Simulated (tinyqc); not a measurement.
Quantum against classical capture: non-radiative capture by multiphonon emission, one effective mode. Computed by tinyqc, a small Python program. Command: `OMP_NUM_THREADS=1 python tinyqc.py 3026656 3026657 out.jsonl capture walk`. One thread of a shared host (Intel(R) Xeon(R) Processor @ 2.30GHz), about 0.01 s of CPU time with the checks.

The initial state (free carrier plus empty centre) lies dE above the final state; both have the same frequency and are displaced by dQ.

Inputs (values chosen for the exercise, with mass, screening and phonons like those of AlN):
```
quantity                     value                   unit
energy released dE           0.888                     eV
phonon energy hbar omega      49.5                    meV
Huang-Rhys factor S           8.01                      -
electron-phonon coupling W  0.0067  eV/(u^(1/2) angstrom)
cell volume V                  960             angstrom^3
degeneracy g                     1                      -
broadening b                    41                    meV
carrier mass m               0.318                    m_0
dielectric constant eps       8.28                      -
temperature T                  300                      K
```

Centre: attractive.

Constants: hbar^2/u = 4.18015928e-03 eV angstrom^2; k_B = 8.617333262e-05 eV/K; hbar = 6.582119569e-16 eV s; Ry = 13.605693123 eV.

Method:
- dQ = sqrt(2 S (hbar^2/u)/hbar omega); relaxation energy lambda = S hbar omega; phonons needed P = dE/hbar omega; classical barrier E_b = (dE - lambda)^2/(4 lambda); occupation n = 1/(exp(hbar omega/k_B T) - 1).
- M_p = sum_m w_m <m_i|Q|(m + p)_f>^2 with Q counted from the final minimum and Boltzmann weights w_m for m = 0..24; <m_i|Q|k_f> = sqrt((hbar^2/u)/(2 hbar omega)) [sqrt(k) <m|k-1> + sqrt(k+1) <m|k+1>], with overlaps of oscillators displaced by d = sqrt(2 S) summed on 1500 points from -16 to 16 + d.
- The delta function is a Gaussian of standard deviation b at dE - p hbar omega.
- C_0 = V (2 pi/hbar) g W^2 sum_p M_p Gaussian_p. Here the sum runs over all p.
- Classical (Marcus) form: replace the sum by Q_c^2 exp(-E_b/k_B T)/sqrt(4 pi lambda k_B T), Q_c = dQ (dE + lambda)/(2 lambda).
- Sommerfeld factor of an attractive centre: s(k) = 2 pi nu/(1 - exp(-2 pi nu)), nu = sqrt(Ry*/E), Ry* = Ry m/eps^2, averaged over (2/sqrt(pi)) sqrt(x) exp(-x) dx with x = E/k_B T = t^2 (trapezoid, t to 6 in steps of 0.01).
- The last column is -k_B d ln C_0/d(1/T) from this row and the one above.

dQ = 1.16312 u^(1/2) angstrom

lambda = 0.396495 eV

classical barrier E_b = 0.152320 eV

Against temperature:
```
T (K)  C_0, quantum (cm^3/s)  C_0, classical (cm^3/s)  Sommerfeld factor  activation energy (eV)
46                3.5127e-11               2.1298e-25             28.288                       -
86                3.5344e-11               9.0045e-18             20.689              5.2385e-05
140               3.8088e-11               1.9572e-14             16.216              1.4369e-03
230               5.2424e-11               2.1354e-12             12.655              9.8492e-03
340               8.5153e-11               2.1108e-11             10.414              2.9718e-02
520               1.6426e-10               1.0321e-10              8.435              5.5607e-02
800               3.0639e-10               2.7345e-10              6.826              7.9816e-02
1300              5.0524e-10               5.0179e-10              5.402              8.9651e-02
```

At 46.0 K the quantum value is 1.6e14 times the classical one: C_0 comes from tunnelling out of the lowest level and hardly depends on T. At 1300 K the ratio is 1.0. The largest apparent activation energy is 0.090 eV against the classical barrier of 0.152 eV, so an Arrhenius fit understates the barrier, through tunnelling and the broadening b at low T and the T^(-1/2) prefactor at high T. The measured coefficient is C = s C_0, and s changes by a factor 0.19 over these rows, so C changes by 2.7 where C_0 changes by 14.

Extremes, crossings and ranges named in words are read from the listed rows.
